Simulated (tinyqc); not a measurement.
Raising the field: quantum-confined Stark effect in a modulator well.

Envelopes on cells of 0.5 angstrom over the well |z| < L/2 and 45 angstrom of barrier on each side, psi = 0 beyond, psi'/m continuous (mean mass between points), c = hbar^2/2m0. The electron sees + e F z and the hole - e F z, each with its offset in the barriers; 1 kV/cm = 1e-5 eV/angstrom. Light holes, band mixing and escape by tunnelling are left out.

Exciton: in-plane function exp(-rho/lam), 1/mu = 1/me + 1/mp, E(lam) = c/(mu lam^2) - (q/eps) times the integral over k of Fm(k)(1 + (k lam/2)^2)^(-3/2), Fm(k) the double integral of psi_e^2 psi_h^2 exp(-k |z - z'|), q = e^2/(4 pi eps0); binding Eb = -E at the minimum. Line at Eg + E_e + E_h - Eb, strength proportional to overlap^2/lam^2.

Constants: hbar^2/2m0 = 3.80998211 eV angstrom^2; e^2/(4 pi eps0) = 14.39964547 eV angstrom; hc = 1239.841984 eV nm.

Values chosen for the exercise (near those of a Ge well in SiGe, direct gap; not measured data):
```
symbol  value                         unit      meaning
L       100                           angstrom  well width
Vc      0.387                         eV        conduction offset
Vv      0.117                         eV        heavy-hole offset
me      0.0408                        m0        electron, well
meb     0.0545                        m0        electron, barrier
mh      0.2                           m0        heavy hole along z, well
mhb     0.239                         m0        heavy hole, barrier
Eg      0.841                         eV        gap of the well
mp      0.067                         m0        heavy hole in the plane
eps     15.7                                    dielectric constant
Fs      (0, 15, 30, 45, 62, 80, 100)  kV/cm     fields
```

All quantities anew; shifts from zero field.

Results:
```
F (kV/cm)  dE_e (meV)  dE_h (meV)  Eb (meV)  line shift (meV)  overlap^2  relative strength
0                0.00        0.00      3.83              0.00      0.997              1.000
15              -0.10       -0.37      3.82             -0.45      0.981              0.978
30              -0.38       -1.45      3.78             -1.79      0.936              0.919
45              -0.86       -3.19      3.73             -3.95      0.870              0.834
62              -1.63       -5.86      3.66             -7.32      0.781              0.725
80              -2.71       -9.37      3.57            -11.83      0.684              0.611
100             -4.22      -13.97      3.48            -17.84      0.580              0.496
```

What does the comparison show, and why?

The line shift grows with exponent 1.98 in F at low field and 1.84 at the end, as the carriers come up against opposite walls and the dipole begins to saturate. The hole gives 79 % of the level shift in the second row and 77 % in the last. The largest shift is 4.7 times the zero-field binding, yet 91 % of the binding survives, since the walls stop the field from pulling the pair apart. Half the strength is gone between 80 and 100 kV/cm.

tinyqc: `OMP_NUM_THREADS=1 python tinyqc.py 1250062 1250063 out.jsonl`; about 0.09 s, one thread, shared Intel(R) Xeon(R) Processor @ 2.30GHz.
